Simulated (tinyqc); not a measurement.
Electron density from the centroid.

Inverse problem. In the Fang-Howard model the centroid is 3/b with b^3 = 6 (mz1/C) q (Nd + 11 Ns/32)/(eps0 eps_r), C = hbar^2/(2 m0), the field in eV/nm. Find b and Ns.

Values chosen for this exercise; masses and permittivity close to those of silicon (110):
- eps_r = 11.8 (relative permittivity)
- mz1 = 0.318 m0 (mass along z of valley set A (4 valley(s)))
- Nd = 2e12 cm^-2 (sheet density of depletion charge)

Constants: q = 1.602176634e-19 C, hbar = 1.054571817e-34 J s, m0 = 9.1093837015e-31 kg, eps0 = 8.8541878128e-14 F/cm where lengths are in cm, hbar^2/(2 m0) = 0.0380998212 eV nm^2. Results are converted to the units shown.

centroid = 2.4686777 nm

Answer. b = 3/centroid gives Nd + 11 Ns/32, from which the depletion charge is taken off.

b = 1.215 1/nm
Ns = 9.800e11 cm^-2

Numbers from tinyqc (`OMP_NUM_THREADS=1 python tinyqc.py 2160064 2160065 out.jsonl`; about 0.8 s on one thread of a shared Intel Xeon 2.30GHz).
